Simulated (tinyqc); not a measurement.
From results back to parameters: two-dimensional electron gas with Rashba and Dresselhaus coupling. Four cases, with inputs chosen for the exercise.

Problem. For pure Rashba coupling above the band crossing, k_outer - k_inner = al m/c with c = hbar^2/2m0, and each branch holds k^2/(4 pi) electrons per area. Beating of Shubnikov-de Haas oscillations gives the two densities; those below come from a hidden al (1e11/cm^2 = 1e-5/angstrom^2).

Constants: hbar^2/2m0 = 3.80998211 eV angstrom^2.

Case 1.

Values chosen (out of a larger set: of the size met in GaAs; not measured data): m = 0.0705 m0 (mass).

densities (1e11/cm^2): outer 7.096078, inner 6.903922

Case 2.

Values chosen (out of a larger set: of the size met in InSb; not measured data): m = 0.0141 m0 (mass).

densities (1e11/cm^2): outer 6.347579, inner 5.652421

Case 3.

Values chosen (out of a larger set: of the size met in InSb; not measured data): m = 0.0131 m0 (mass).

densities (1e11/cm^2): outer 3.122164, inner 2.877836

Case 4.

Values chosen (out of a larger set: of the size met in InAs; not measured data): m = 0.0244 m0 (mass).

densities (1e11/cm^2): outer 2.196812, inner 1.703188

Find: k_outer, k_inner; al.

Solution. k = sqrt(4 pi n) for each branch, and al = c (k_outer - k_inner)/m.

Case 1.

k_outer, k_inner (1/angstrom): 0.02986  0.02945

al = 0.0220 eV angstrom

Case 2.

k_outer, k_inner (1/angstrom): 0.02824  0.02665

al = 0.430 eV angstrom

Case 3.

k_outer, k_inner (1/angstrom): 0.01981  0.01902

al = 0.230 eV angstrom

Case 4.

k_outer, k_inner (1/angstrom): 0.01662  0.01463

al = 0.310 eV angstrom

Computed by tinyqc, one run a case: `OMP_NUM_THREADS=1 python tinyqc.py N N+1 out.jsonl` with N = 1452170, 1452230, 1452239, 1452288; one thread of a shared Intel(R) Xeon(R) Processor @ 2.30GHz, about 0.01 s a run at most.
